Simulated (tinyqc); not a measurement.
Worked calculation: Luttinger-Kohn k.p, four valence bands. One step of it, computed by the program tinyqc.

Question. Bloch Hamiltonian at k. P = c g1 k^2, Q = c g2 (kx^2 + ky^2 - 2 kz^2), R = c sqrt3 [-g2 (kx^2 - ky^2) + 2i g3 kx ky], S = 2 c sqrt3 g3 (kx - i ky) kz, c = hbar^2/2m = 3.809982 eV angstrom^2; rows [P+Q, -S, R, 0], [-S*, P-Q, 0, R], [R*, 0, P-Q, S], [0, R*, S*, P+Q]. The path ends lie at |k| = 0.04 1/angstrom.

Luttinger parameters chosen for this model; energies are counted downward from the top of the valence band:
```
parameter     value  unit
g1         5.980000
g2         0.650000
g3         1.320000
```

k point k (1/angstrom): [-0.033000, 0.038000, 0.032000]

Give: H(k) at k.

Answer.

H(k) at k (eV), order 3/2, 1/2, -1/2, -3/2:
$$\begin{pmatrix}
0.0822 & 0.0184+0.0212i & 0.0015-0.0218i & 0.0000 \\
0.0184-0.0212i & 0.0798 & 0.0000 & 0.0015-0.0218i \\
0.0015+0.0218i & 0.0000 & 0.0798 & -0.0184-0.0212i \\
0.0000 & 0.0015+0.0218i & -0.0184+0.0212i & 0.0822
\end{pmatrix}$$
